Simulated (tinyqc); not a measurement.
Worked calculation: Ewald sum of point charges, fcc lattice in a neutralising background. Computed by tinyqc, a small Python program that keeps every step. Command: `OMP_NUM_THREADS=1 python tinyqc.py 23235 23236 out.jsonl` (the two numbers bound the seeds that draw the settings). One thread of a shared host (Intel(R) Xeon(R) Processor @ 2.60GHz), about 0.02 s of CPU time with the checks.

## Ewald sum with eta = 0.264 1/bohr

cell vectors (rows) (bohr):
```
          1         2         3
1  0.000000  6.230000  6.230000
2  6.230000  0.000000  6.230000
3  6.230000  6.230000  0.000000
```

Charges:
```
q               f1        f2        f3
2.000000  0.000000  0.000000  0.000000
```

Real space: 1/2 sum q_i q_j erfc(eta r)/r over all images with r > 0; reciprocal space: (2 pi/V) sum_(G != 0) exp(-G^2/4 eta^2)/G^2 |S(G)|^2 with S(G) = sum q exp(i G.r); self term -eta/sqrt(pi) sum q^2; background -pi Q^2/(2 V eta^2), Q the total charge.

Real-space shells (first ones):
```
r (bohr)   pairs  sum (hartree)
8.810550      12       0.002735
12.460000      6       3.17e-06
15.260321     24       3.82e-08
17.621101     12       6.46e-11
19.700990     24              0
21.581353      8              0
```

Reciprocal shells (first ones that count):
```
G^2 (1/bohr^2)  vectors  sum (hartree)
0.762860              8       0.035318
1.017147              6       0.007980
2.034294             12       0.000208
2.797154             24       0.000020
3.051440              8       2.40e-06
4.068587              6       3.52e-08
4.831447             24       7.68e-09
5.085734             24       2.93e-09
```

## The total does not depend on eta

The same sums for other eta.

Totals (hartree per cell):
```
eta           real  reciprocal       self  background        total
0.264000  0.002738    0.043527  -0.595784   -0.186414  -0.73593292
0.383000  4.96e-06    0.216971  -0.864338   -0.088570  -0.73593292
0.531000  1.00e-10    0.508484  -1.198339   -0.046078  -0.73593292
```

shortest distance = 8.810550 bohr
